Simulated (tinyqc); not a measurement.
Read current of a NAND string, cells in series solved by shooting: one step of the calculation.

Cells in series, numbered from 0 at the source line (0 V) to the bit line, each followed by a gap resistance Rg. A cell with gate Vg, threshold VT, source Vs and drain Vd passes I = 2 nf K Vt^2 [F(Vs) - F(Vd)]/(1 + th max(Vg - VT, 0)), F(V) = ln^2(1 + exp((Vg - VT - nf V)/(2 nf Vt))). The selected cell has Vg = Vr, the others Vg = Vp.

Question. Node voltages for a trial current. For a trial current I start at 0 V and, cell by cell (the selected one is cell 0), solve for the drain: sqrt(F(Vd)) = sqrt(F(Vs) - I/k), k = 2 nf K Vt^2/(1 + th max(Vg - VT, 0)), Vd = [Vg - VT - 2 nf Vt ln(exp(sqrt F) - 1)]/nf, then add I Rg.

Parameters, values chosen for the exercise; values of the order met in vertical NAND strings:
```
symbol,value,unit,meaning
T,300,K,temperature
K,14,uA/V^2,gain factor of a cell
nf,1.8,,slope factor
th,0.08,1/V,mobility reduction factor
Rg,15,kohm,resistance of the gap between cells
Vbl,0.4,V,bit-line voltage
Vp,6.9,V,pass voltage
Vr,2.53,V,read voltage on the selected word line
```

Constants: q = 1.602176634e-19 C, kB = 1.380649e-23 J/K, Vt = kB T/q. Results are converted to the units shown.

first trial current = 1.3 uA
thresholds from the source end, cell 0 to 4 (V): [1, 3.4, -2.1, 3.4, 3.4]

Find: node voltage after each cell and gap, trial 1.

Answer.

node voltage after each cell and gap, trial 1, cell 0 to 4 (V): [0.090593, 0.14606, 0.18387, 0.24129, 0.30001]

Computed by the program tinyqc: `OMP_NUM_THREADS=1 python tinyqc.py 2142261 2142262 out.jsonl`, one thread of a shared Intel Xeon 2.30GHz, about 0.8 s for the whole run.
